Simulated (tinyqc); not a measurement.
Rigid-ion and shell models of the dielectric response of an ionic crystal: one step, computed by the program tinyqc. Command: `OMP_NUM_THREADS=1 python tinyqc.py 3023723 3023724 out.jsonl shell walk`. One thread of a shared host (Intel(R) Xeon(R) Processor @ 2.30GHz), about 0.01 s of CPU time with the checks.

Charges +Z and -Z; 6 nearest neighbours, Madelung constant M = 1.747565, volume per ion pair Omega = 2.000000 d^3. Energy per pair U = -M Z^2 e2/d + 6 A exp(-d/rho), e2 = e^2/(4 pi eps_0). In the shell model the anion is a core of charge Y - Z and a massless shell of charge -Y, joined by the spring k; the repulsion acts on the shell. Each ion feels the Lorentz field E + (4 pi/3) P (Gaussian units).

Task: Shell model: lattice response. mu lambda_TO = R' - (4 pi e2/(3 Omega)) Z_S^2/(1 - b); mu lambda_LO = mu lambda_TO + 4 pi e2 Z*^2/(eps_inf Omega); eps_s = eps_inf lambda_LO/lambda_TO. lambda in eV/(angstrom^2 u) gives the wavenumber 15.6333042 x 33.35640952 x sqrt(lambda); mu is the reduced mass.

Inputs (values chosen for the exercise, for a model crystal): cation mass = 116 u; anion mass = 19 u.

Structure: rock salt.

anion polarisability alpha_- = 0.8286022 angstrom^3

Szigeti charge Z_S = 1.579889 e

softened spring R' = 15.62287 eV/angstrom^2

b = 0.2537625

eps_inf = 2.020168

Born charge Z* = 2.117140 e

volume Omega = 23.08635 angstrom^3

Constants: e^2/(4 pi eps_0) = 14.39964548 eV angstrom; nu for 1 eV/(angstrom^2 u) = 15.6333042 THz; 1 THz = 33.35640952 1/cm.

Give: mu lambda_TO; omega_TO; omega_LO; eps_s; share of R' left after the dipole term.

Result:

mu lambda_TO = 6.884 eV/angstrom^2

omega_TO = 338.6 1/cm

omega_LO = 635.9 1/cm

eps_s = 7.124

share of R' left after the dipole term = 0.4406

The dipole field cancels 56 % of the short-range spring.
